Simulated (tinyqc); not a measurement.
# Inverter chain driving a load

N inverters, each f = Hc^(1/N) times larger than the one before: delay tau N (f + pp). Switched capacitance in units of the first input, with output capacitance pp times the input: Hc + (1 + pp)(Hc - 1)/(f - 1).

Inputs (values chosen for the exercise): load over the input capacitance of the chain Hc = 38; parasitic delay of an inverter pp = 1.5; delay unit tau = 1.7 ps.

Results:
```
N,f,delay (ps),switched capacitance
1,38.00,67.15,40.50
2,6.164,26.06,55.91
4,2.483,27.08,100.4
5,2.070,30.34,124.5
6,1.834,34.00,149.0
7,1.681,37.86,173.7
```

Estimate the missing row, N = 3.

Computed row:
```
N,f,delay (ps),switched capacitance
3,3.362,24.80,77.16
```

With this row back in the table: The delay goes from 67.1 through a minimum of 24.8 (at N = 3 among the rows listed) to 37.9 ps. The best stage effort solves pp + rho (1 - ln rho) = 0, rho = 3.97, which gives N = ln Hc/ln rho = 2.64. One stage fewer than the best costs 5.1 % in delay and saves 28 % of the switched capacitance.

Numbers from tinyqc (`OMP_NUM_THREADS=1 python tinyqc.py 2082207 2082208 out.jsonl`; about 0.01 s on one thread of a shared Intel Xeon 2.30GHz).
